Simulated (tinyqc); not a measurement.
Threshold-voltage variability of a planar MOSFET, analytic estimates: two steps of the calculation.

Three independent sources add in quadrature: random dopants in the depleted layer, metal-gate grains of two orientations, and roughness of the two gate edges acting through the roll-off VT = VT(long) - Vr exp(-L/l). These are first-order estimates: no three-dimensional electrostatics, no percolation.

Parameters, values chosen for the exercise; material values close to those of silicon: temperature T = 300 K; gate length L = 25 nm; gate width W = 53 nm; metal grain size G = 5 nm; work-function difference of the two grain orientations dW = 0.3 eV; share of the orientation of higher work function p = 0.3; rms roughness of one gate edge De = 0.7 nm; correlation length of the roughness La = 15 nm; decay length of the threshold roll-off l = 5.6 nm; prefactor of the roll-off Vr = 2.2 V; subthreshold factor n = 1.46; gm/I of a matched pair gI = 20 1/V; spread of the gain factor of one device sb = 2.7 %.

Constants: q = 1.602176634e-19 C, kB = 1.380649e-23 J/K, Vt = kB T/q. Results are converted to the units shown.

Question 1. Metal grains and edge roughness. Grains: Ng = L W/G^2 (at least 1), s2 = dW sqrt(p (1 - p)/Ng). Edges, with exponential correlation and u = W/La: the mean gate length has sL^2 = 2 De^2 (2/u)[1 - (1 - exp(-u))/u]; s3 = sL (Vr/l) exp(-L/l).

Wanted: Ng; s2; sL; dVT/dL; s3.

Answer 1.

Ng = 53.00
s2 = 18.88 mV
sL = 0.6343 nm
dVT/dL = 4.523 mV/nm
s3 = 2.869 mV

Question 2. Total spread, mismatch and leakage. s = sqrt(s1^2 + s2^2 + s3^2). For a pair: s(dVT) = sqrt(2) s; current mismatch sqrt(2) sqrt((gI s)^2 + sb^2); input offset = current mismatch/gI. For a Gaussian VT the off current is log-normal with mean/median = exp(s^2/(2 (n Vt)^2)).

s1 = 16.299972 mV
s2 = 18.883955 mV
s3 = 2.8687904 mV

Wanted: s; s(dVT); current mismatch; input offset; mean/median of Ioff.

Answer 2.

s = 25.110 mV
s(dVT) = 35.511 mV
current mismatch = 71.125 %
input offset = 35.562 mV
mean/median of Ioff = 1.2477

Program tinyqc, `OMP_NUM_THREADS=1 python tinyqc.py 2090071 2090072 out.jsonl`; Intel Xeon 2.30GHz, shared host, one thread, about 0.01 s.
